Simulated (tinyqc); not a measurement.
Esaki diode in forward bias, two-band WKB: two steps of the calculation.

Abrupt p-n junction, depletion approximation. Energies E are counted from the conduction-band edge of the neutral n side; its Fermi level lies at dn, that of the p side at dn - V, and the valence-band edge of the neutral p side at Em = dn + dp - V. Tunnelling needs 0 < E < Em. Two-band dispersion with equal masses m: inside the gap kappa = sqrt(m u (1 - u/Eg)/C), u the distance from a band edge, C = hbar^2/(2 m0).

Values chosen for this exercise; band and dielectric values close to those of gallium arsenide:
```
symbol,value,unit,meaning
T,300,K,temperature
Eg,1.43,eV,band gap
eps_r,13,,relative permittivity
Nc,4.39e17,cm^-3,conduction-band density of states at 300 K
Nv,8.89e18,cm^-3,valence-band density of states at 300 K
m,0.069,m0,band-edge mass of the two-band model
Na,9.4e19,cm^-3,acceptor density
Nd,6.9e18,cm^-3,donor density
V,0.077,V,bias of the p side
```

Constants: q = 1.602176634e-19 C, kB = 1.380649e-23 J/K, hbar = 1.054571817e-34 J s, m0 = 9.1093837015e-31 kg, Vt = kB T/q, eps0 = 8.8541878128e-14 F/cm where lengths are in cm, hbar^2/(2 m0) = 0.0380998212 eV nm^2. Results are converted to the units shown.

Question 1. Fermi levels and built-in voltage. Nd = Nc F12(dn/Vt), Na = Nv F12(dp/Vt), F12(x) = (2/sqrt(pi)) int_0^infinity sqrt(u)/(1 + exp(u - x)) du; dn = EF - Ec on the n side, dp = Ev - EF on the p side (negative outside the bands); Vbi = Eg + dn + dp.

Give: dn; dp; Vbi.

Answer 1.

dn = 0.19323 eV
dp = 0.14672 eV
Vbi = 1.7699 V

Boltzmann statistics would give dn = 0.0712 eV and dp = 0.0610 eV. At zero bias the bands of the two sides overlap by dn + dp.

Question 2. Width, field and exponent. W = sqrt(2 eps0 eps_r (Vbi - V)(1/Na + 1/Nd)/q), mean field F = (Vbi - V)/W, peak field 2 F. In a uniform field F the exponent is S = pi sqrt(m/C) Eg^1.5/(4 F). Transverse energy Et = C kt^2/m raises it to S (1 + 4 Et/Eg), so T = exp(-S) exp(-Et/Eb) with Eb = Eg/(4 S). KJ = (2 q^2/h) m/(4 pi C) (times 1e14 for A/cm^2 per eV^2).

Vbi = 1.7699406 V

Give: W; mean field; S; exp(-S); Eb; tunnelling length Eg/F.

Answer 2.

W = 19.45 nm
mean field = 0.8703 MV/cm
S = 20.77
exp(-S) = 9.560e-10
Eb = 17.21 meV
tunnelling length Eg/F = 16.43 nm

Range of the model: Parabolic densities of states, no band tails and no gap narrowing, all of which matter at such doping.

Program tinyqc, `OMP_NUM_THREADS=1 python tinyqc.py 2620061 2620062 out.jsonl`; Intel Xeon 2.30GHz, shared host, one thread, about 0.01 s.
